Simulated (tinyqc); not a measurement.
Where the concentration falls to given levels: concentration-dependent dopant diffusion with charged defects and the built-in field. Computed by tinyqc, a small Python program. Command: `OMP_NUM_THREADS=1 python tinyqc.py 3016468 3016469 out.jsonl extrinsic walk`. One thread of a shared host (Intel(R) Xeon(R) Processor @ 2.30GHz), about 0.08 s of CPU time with the checks.

A constant source C_s feeds a half space. The dopant moves through neutral point defects and through charged ones, whose number grows with the majority carrier density n.

Inputs (values chosen for the exercise, modelled on boron in silicon):

| quantity | value | unit |
|---|---|---|
| neutral prefactor D0x | 0.0481 | cm^2/s |
| neutral activation energy E0 | 3.5 | eV |
| singly charged prefactor D01 | 1.07 | cm^2/s |
| activation energy E1 | 3.5 | eV |
| surface concentration C_s | 6.5e+18 | 1/cm^3 |
| temperature T | 1050 | C |
| time t | 460 | s |

Field enhancement: off.

Constants: k_B = 8.617333262e-05 eV/K.

Method:
- n_i = 3.87e16 T^1.5 exp(-7014/T) per cm^3 (T in kelvin, an empirical form); each D = prefactor x exp(-E/(k_B T)); the intrinsic diffusivity D_i is their sum.
- Temperatures in kelvin are T(C) + 273.15.
- n = C/2 + sqrt(C^2/4 + n_i^2); D(C) = h [Dx + D1 (n/n_i)], h = 1.
- With y = x/sqrt(D_s t), u = C/C_s and q = -(D/D_s) du/dy: du/dy = -q D_s/D, dq/dy = -(y/2) q D_s/D, u(0) = 1. The surface flux q(0) is shot so that u tends to 0 (LSODA, an adaptive multistep solver, relative tolerance 1e-10). Dose Q = 2 q(0) C_s sqrt(D_s t).
- For comparison, erfc profiles with a constant D: x = 2 sqrt(D t) erfc^-1(C/C_s), with D = D_i and D = D_s.

partial diffusivities (cm^2/s): Dx 2.24342e-15, D1 4.99055e-14

n_i = 9.28828e+18 1/cm^3

surface diffusivity D_s = 7.25779e-14 cm^2/s

intrinsic diffusivity D_i = 5.21490e-14 cm^2/s

Depth (nm):

| C/C_s | D/D_s | full | erfc with D_i | erfc with D_s |
|---|---|---|---|---|
| 8.00e-01 | 0.93743 | 21.27 | 17.55 | 20.70 |
| 5.00e-01 | 0.84927 | 54.08 | 46.72 | 55.12 |
| 2.00e-01 | 0.76833 | 97.61 | 88.77 | 104.72 |
| 1.00e-01 | 0.74300 | 122.50 | 113.93 | 134.41 |
| 3.00e-02 | 0.72578 | 157.95 | 150.31 | 177.33 |
| 1.00e-02 | 0.72093 | 185.26 | 178.42 | 210.48 |
| 1.00e-03 | 0.71876 | 233.57 | 227.92 | 268.88 |
| 1.00e-04 | 0.71855 | 274.38 | 269.48 | 317.92 |

What follows from these numbers?

The depth between C/C_s = 0.1 and 1e-4 spans 152 nm in the full profile, against 156 nm for D_i and 184 nm for D_s; the ratio of the depths at 1e-4 and at 0.5 is 5.07, against 5.77 for any erfc. The profile stays close to an erfc.
